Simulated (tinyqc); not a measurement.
Inside a calculation. Model: solid solubility of a dopant against its melt (retrograde solidus), clustering and the electrically active fraction. Computed by tinyqc, a small Python program that keeps every step. Command: `OMP_NUM_THREADS=1 python tinyqc.py 3014604 3014605 out.jsonl retro walk`. One thread of a shared host (Intel(R) Xeon(R) Processor @ 2.30GHz), about 0.01 s of CPU time with the checks. Intermediate numbers are printed to about 5 digits and carried at full precision; extremes and crossings named in words are read from the listed rows.

Inputs (values chosen for the exercise, for a model dopant):
```
quantity,value,unit
melting point of the host T_m,1687,K
heat of melting of the host H_f,50.2,kJ/mol
interaction L of the melt,2.8,kJ/mol
enthalpy of transfer from melt to solid H,0.766,eV
entropy of transfer S,1.27,k_B
site density N0,5e+22,1/cm^3
temperature T,1113,K
total dopant density N_t,1.3e+21,1/cm^3
atoms per cluster m,2,-
cluster scale N* at 1273 K,2.3e+20,1/cm^3
activation energy E_b of the cluster scale,0.34,eV
anneal temperature T_a,975,K
mobility mu,50,cm^2/(V s)
```

Clustering: clusters of m atoms, electrons left out.

Constants: R = 8.314462618 J/(mol K); k_B = 8.617333262e-05 eV/K; e = 1.602176634e-19 C; N_A = 6.02214076e+23 1/mol.

## Liquidus and solidus at T

x_l and x_s are atom fractions of the dopant in melt and solid; the solid is dilute. Liquidus of the host: R T ln(1 - x_l) + L x_l^2 = -H_f (1 - T/T_m). Distribution: k = x_s/x_l = exp[L (1 - x_l)^2/(R T)] exp(S/k_B - H/(k_B T)), the first factor being the activity coefficient in the melt. Solubility = x_s N0; at T_m x_l = 0.

x_l = 0.87473

distribution coefficient k = 0.0012164

x_s = 0.0010640

solubility = 5.3202e+19 1/cm^3

k at the melting point = 0.022381

k has changed by a factor 0.054 from its value at T_m, while x_l has grown from 0 to 0.875.

## The retrograde maximum

The largest x_s N0 between 900 K and T_m. For an ideal melt with constant heats the maximum has x_l = H_f/(H + H_f), H in the same units.

temperature of the maximum = 1484.1 K

largest solubility = 1.9782e+20 1/cm^3

x_l there = 0.40994

ideal-melt value H_f/(H + H_f) = 0.40449

The maximum lies 203 K below T_m: above it the melt runs out of dopant, below it k falls as exp(-H/(k_B T)).

## The solidus

The formulas are those given above.

Against temperature:
```
T (K),x_l,k,solubility (1/cm^3),over the maximum
1000,0.93633,0.000492,2.3018e+19,0.11636
1100,0.88337,0.001106,4.8860e+19,0.24699
1200,0.80491,0.002183,8.7872e+19,0.44420
1300,0.69606,0.003912,1.3614e+20,0.68818
1400,0.55404,0.006529,1.8087e+20,0.91430
1500,0.38039,0.010360,1.9703e+20,0.99601
1580,0.22355,0.014589,1.6307e+20,0.82432
1640,0.09931,0.018619,9.2451e+19,0.46734
1675,0.02544,0.021366,2.7179e+19,0.13739
```

Between the first rows the Arrhenius energy of the solubility is 0.71 eV, against H = 0.766 eV; it shrinks to zero at 1484 K and turns negative beyond. A crystal saturated at the maximum precipitates dopant-rich liquid on cooling and on heating alike. Below a eutectic or compound temperature another phase would set the limit.

## Active fraction after the anneal

A highly soluble donor (another dopant than that of the solidus) is limited by clustering. Donors N_a are active, and clusters hold m atoms each: N_t = N_a + m C, m C = N* (N_a/N*)^m, with N*(T) = N*(1273 K) exp[-(E_b/k_B)(1/T - 1/1273)]. Resistivity = 1/(e mu N_a).

N*(T_a) = 8.9191e+19 1/cm^3

active density N_a = 2.9882e+20 1/cm^3

active fraction = 0.22986

resistivity = 0.41774 milliohm cm

Doubling the dose would raise N_a by only 47 %. Caution: this clustering law is a generic form; degeneracy and a doping-dependent mobility are left out.

## Active against total

A highly soluble donor (another dopant than that of the solidus) is limited by clustering. Donors N_a are active, and clusters hold m atoms each: N_t = N_a + m C, m C = N* (N_a/N*)^m, with N*(T) = N*(1273 K) exp[-(E_b/k_B)(1/T - 1/1273)].

Active density (1/cm^3):
```
N_t (1/cm^3),N_a at T_a,fraction,N_a at T_a + 150 K,N_a at T_a - 150 K
1.00e+19,9.0764e+18,0.90764,9.4200e+18,8.3633e+18
3.00e+19,2.3702e+19,0.79005,2.5687e+19,2.0329e+19
1.00e+20,5.9845e+19,0.59845,6.8936e+19,4.7408e+19
2.00e+20,9.6213e+19,0.48106,1.1442e+20,7.3519e+19
5.00e+20,1.7124e+20,0.34248,2.1046e+20,1.2636e+20
1.00e+21,2.5736e+20,0.25736,3.2205e+20,1.8646e+20
2.00e+21,3.8010e+20,0.19005,4.8192e+20,2.7176e+20
5.00e+21,6.2469e+20,0.12494,8.0144e+20,4.4137e+20
```

The exponent d ln N_a/d ln N_t falls from 0.87 to 0.54, towards 1/m = 0.500. At the highest dose a 150 K hotter anneal gives 1.28 times the active density, and a later step 150 K cooler would cut it to 0.71 if it ran to equilibrium: short hot anneals come last. For ionised donors far above n_i the electrons enter the mass action too and halve the limiting exponent.

Checks made by the program: the ideal-melt maximum (relative difference 9e-10).
